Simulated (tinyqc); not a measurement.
Worked calculation: Bethe-Salpeter matrix of a two-band chain (Tamm-Dancoff form). Values are carried at full precision from step to step, so a last printed digit may differ when a step is redone from the rounded ones.

One valence and one conduction band, lattice period 1, mesh k = 2 pi j/N. Pair energies D(k) = Eg + 2 t sum(1 - cos k), t = tc + tv. Screened attraction W(R) = U at R = 0 and V/|R| otherwise, R over the N cells with the nearest image; W(q) = sum_R W(R) cos(q R). H(k, k') = D(k) delta - W(k - k')/Nk + 2 J/Nk for singlets (J = 0 for triplets), Nk the number of k points. With a constant transition dipole the strength of a state is f = (sum_k A_k)^2/Nk, and the f sum to 1.

Inputs chosen for the exercise:
```
symbol  value  unit  meaning
Eg      3.7    eV    quasiparticle gap
tc      0.75   eV    conduction hopping
tv      0.05   eV    valence hopping
U       1.65   eV    attraction in the same cell
V       0.96   eV    attraction at one cell distance
J       0.45   eV    exchange in the same cell
N       5            k points along each axis
```

## Pair energies and the kernel

List D(k), W(R) and W(q) on the mesh.

Mesh values (eV):
```
index j  D(k_j)  W(R = j)  W(q_j)
j0       3.7000    1.6500  4.5300
j1       4.8056    0.9600  1.4667
j2       6.5944    0.4800  0.3933
j3       6.5944    0.4800  0.3933
j4       4.8056    0.9600  1.4667
```

## The singlet matrix

Fill in H.

H (eV):
```
         j0       j1       j2       j3       j4
j0   2.9740  -0.1133   0.1013   0.1013  -0.1133
j1  -0.1133   4.0796  -0.1133   0.1013   0.1013
j2   0.1013  -0.1133   5.8684  -0.1133   0.1013
j3   0.1013   0.1013  -0.1133   5.8684  -0.1133
j4  -0.1133   0.1013   0.1013  -0.1133   4.0796
```

## Exciton levels and strengths

Diagonalise. For the lowest state give the amplitudes A_k (norm 1, largest positive) and f = (sum_k A_k)^2/Nk, Nk the size of the matrix.

levels (eV): 2.9460  3.9555  4.2012  5.7627  6.0045

amplitudes of the lowest state: j0 0.991, j1 0.091, j2 -0.035, j3 -0.035, j4 0.091

f of the lowest state = 0.242

The lowest state lies 0.7540 eV below the gap Eg = 3.7 eV and holds 24 % of the strength, against 20 % for one free pair. On a fine mesh the triplet and singlet bindings are 1.0244 and 0.6678 eV.

## Spectrum with and without the kernel

Distinct levels with their degeneracy and summed f, for singlets, beside the sorted triplet levels and free pairs.

Singlets:
```
E (eV)  degeneracy       f
2.9460           1  0.2424
3.9555           1  0.0000
4.2012           1  0.3394
5.7627           1  0.4182
6.0045           1  0.0000
```

triplet levels (eV): 2.6279  3.9034  3.9555  5.4787  6.0045

free pairs (eV): 3.7000  4.8056  4.8056  6.5944  6.5944

2 of the 5 singlets are dark; those whose amplitude vanishes at R = 0 also feel neither U nor J. The lowest singlet lies 0.3181 eV above the lowest triplet; first order gives 2 J f = 0.4315 eV with the f of the triplet envelope. The centre of the spectrum, sum f E = 4.5500 eV, equals mean D - U + 2J = 4.5500 eV.

## Checks

- Levels from the matrix in the electron-hole distance R against those in k: they agree to 1e-10 or better.

Program tinyqc; command `OMP_NUM_THREADS=1 python tinyqc.py 1281981 1281982 out.jsonl`; about 0.1 s on one thread of a shared Intel(R) Xeon(R) Processor @ 2.30GHz.
